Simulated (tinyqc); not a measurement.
Exponent and activation energy from three stresses.

Question. Oxide breakdown follows t63 = a V^(-n) exp(Ea q/(kB T)). Find n, Ea and the E-model slope gamma = n/E (cm/MV) at the higher voltage, E = V/tox.

Parameters, values chosen for the exercise:

| symbol | value | unit | meaning |
|---|---|---|---|
| tox | 5.5 | nm | oxide thickness |

Constants: q = 1.602176634e-19 C, kB = 1.380649e-23 J/K. Results are converted to the units shown.

t63 at (3.92 V, 373 K), (5.5 V, 373 K) and (5.5 V, 398 K) (s): 3.8051006e6  18.659503  4.3939426

Solution. The two voltages give n and the two temperatures Ea.

n = 36.1
Ea = 0.740 eV
gamma = 3.61 cm/MV

tinyqc, about 0.01 s, one thread, Intel Xeon 2.30GHz (shared host): `OMP_NUM_THREADS=1 python tinyqc.py 2070172 2070173 out.jsonl`
